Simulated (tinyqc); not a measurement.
Which pair of peaks is best: composition and strain of an epitaxial Si(1-x)Ge(x) layer from Raman and X-ray peaks. Computed by tinyqc, a small Python program. Command: `OMP_NUM_THREADS=1 python tinyqc.py 3001271 3001272 out.jsonl epiraman walk`. One thread of a shared host (Intel(R) Xeon(R) Processor @ 2.30GHz), about 0.01 s of CPU time with the checks.

A (001) layer, biaxially strained in the plane. The Raman peaks follow empirical lines omega = w0 + c1 x + c3 x^3 + b eps (c3 for Si-Ge alone), with eps the in-plane strain.

Inputs (values chosen for the exercise, modelled on silicon-germanium):
```
quantity                     value  unit
Ge fraction x                 0.79     -
Si-Si: c1                    -64.9  1/cm
Si-Si: strain coefficient b   -755  1/cm
Si-Ge: c1                     24.8  1/cm
Si-Ge: c3                    -31.6  1/cm
Si-Ge: strain coefficient b   -577  1/cm
Ge-Ge: c1                     19.4  1/cm
Ge-Ge: strain coefficient b   -480  1/cm
uncertainty of a Raman peak    0.2  1/cm
```

Substrate: silicon.

Method. For each pair invert J = [d omega/dx, d omega/d eps] at the true x. Independent errors of the given size in both peaks give sigma_x and sigma_eps = uncertainty x (norm of the rows of the inverse of J).

Error propagation:
```
pair              det J    sigma_x  sigma_eps (per mille)
Si-Si and Si-Ge  11.502   0.016523                 1.2769
Si-Si and Ge-Ge  45.799  0.0039069                0.29580
Si-Ge and Ge-Ge  27.689  0.0054213                0.28504
```

What does the comparison show, and why?

The pair Si-Si and Ge-Ge fixes x best (sigma_x = 0.0039) and Si-Si and Si-Ge worst (0.017), a factor 4.2. Strain moves all peaks the same way, so a good pair needs different ratios of composition slope to strain coefficient, best of opposite sign; the slopes here are -64.9, -34.4 and 19.4 per cm for Si-Si, Si-Ge and Ge-Ge. Errors in the coefficients themselves are not counted.

Extremes, crossings and ranges named in words are read from the listed rows.
